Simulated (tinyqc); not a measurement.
Hot electrons in a saturated n-channel MOSFET, lucky-electron model: two steps of the calculation.

Beyond pinch-off the lateral field grows as Esat cosh(y/l) over the velocity-saturated region (pseudo-two-dimensional model). Impact ionisation in this region gives the substrate current, which biases the body forward through Rsub. Currents are per width. Local-field laws: they overstate ionisation when the field peak is narrower than an energy relaxation length.

Parameters, values chosen for the exercise; values close to those of silicon n-channel devices:
```
symbol,value,unit,meaning
L,1.2,um,channel length
tox,26,nm,oxide thickness
xj,420,nm,junction depth
mu,350,cm^2/(V s),effective mobility
vs,8.3e6,cm/s,saturation velocity
lm,7,nm,hot-electron mean free path
pb,3.2,V,oxide barrier
Cg,0.0033,,prefactor of the gate current
m,3,,lifetime exponent
Hl,4400,s uA/um,lifetime constant
```

Constants: eps0 = 8.8541878128e-14 F/cm where lengths are in cm. Results are converted to the units shown.

Question 1. Length and field scales. Cox = 3.9 eps0/tox, l = sqrt(3 tox xj), Esat = 2 vs/mu.

Find: Cox; l; Esat; Esat L.

Answer 1.

Cox = 0.1328 uF/cm^2
l = 181.0 nm
Esat = 0.04743 MV/cm
Esat L = 5.691 V

Question 2. Gate current, lifetime and channel shortening. Ig = Cg Id exp(-pb/(lm Em)); lifetime tau = (Hl/Id)(Isub/Id)^(-m); length of the saturated region dL = l ln[(dV/l + Em)/Esat]. 1 year = 3.15576e7 s.

Id = 41.358472 uA/um
dV = 3.9143196 V
Em = 0.22140372 MV/cm
Isub = 0.090233409 uA/um
l = 180.99724 nm
Esat = 0.047428571 MV/cm

Find: Isub/Id; Ig; tau; dL.

Answer 2.

Isub/Id = 0.002182
Ig = 1.472e-4 pA/um
tau = 324.6 years
dL = 402.2 nm

The lifetime exceeds ten years.

Program tinyqc, `OMP_NUM_THREADS=1 python tinyqc.py 2550075 2550076 out.jsonl`; Intel Xeon 2.30GHz, shared host, one thread, about 0.01 s.
